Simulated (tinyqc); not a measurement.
Tamm state at the end of a one-band chain, step by step. Values are carried at full precision from step to step, so a last printed digit may differ when a step is redone from the rounded ones.

A half-infinite chain with site energy 0 and hopping -t, band E = -2t cos(ka); the end site has energy D. The surface Green function of the unperturbed half chain is g = (E -/+ sqrt(E^2 - 4t^2))/(2t^2), the root with |t g| <= 1 and Im g <= 0, and with the shift G = g/(1 - D g).

Inputs chosen for the exercise:

| symbol | value | unit | meaning |
|---|---|---|---|
| t | 0.93 | eV | hopping |
| D | -2.06 | eV | shift of the end site |
| a | 3.8 | angstrom | spacing |
| N | 9 |  | sites |
| E | -1.34 | eV | energy in the band |

## The bound state

Amplitudes z^n solve the chain for E = -t (z + 1/z); the end site demands z = -t/D, bound if |z| < 1. Then E = D + t^2/D, weight on the end site 1 - z^2, decay length -a/ln|z|.

z = 0.4515
E = -2.4799 eV
weight on the end site = 0.7962
decay length of the amplitude = 4.778 angstrom

The state lies 0.6199 eV below the band, and its amplitude keeps its sign from site to site.

## A finite chain

Write H for N sites.

H (eV), lower triangle:
```
        1       2       3       4       5       6       7       8  9
1  -2.060
2  -0.930       0
3       0  -0.930       0
4       0       0  -0.930       0
5       0       0       0  -0.930       0
6       0       0       0       0  -0.930       0
7       0       0       0       0       0  -0.930       0
8       0       0       0       0       0       0  -0.930       0
9       0       0       0       0       0       0       0  -0.930  0
```

## Levels of the finite chain

Diagonalise; give the weight of each level on site 1.

levels (eV): -2.4799  -1.7271  -1.3661  -0.8449  -0.2324  0.4004  0.9832  1.4518  1.7551

weights on site 1: 0.7962  0.0183  0.0396  0.0453  0.0403  0.0302  0.0189  0.0090  0.0023

The split-off level differs from the half-infinite value by +0.001 meV, the pull of the far end.

## Local density of states in the band

Form g and G at E; the surface density is -Im G/pi, the bulk density 1/(pi sqrt(4t^2 - E^2)).

g = -0.7747-0.7457i 1/eV
G = 0.5920-0.2747i 1/eV

densities (1/eV): clean end 0.2374, shifted end 0.0874, bulk 0.2468

## Checks

- Pole of G, 1 - D g(E) = 0, at the bound level: both 1.00000.

Run: tinyqc, `OMP_NUM_THREADS=1 python tinyqc.py 1480989 1480990 out.jsonl`; Intel(R) Xeon(R) Processor @ 2.30GHz, one thread, shared host; about 0.01 s of CPU time with all checks.
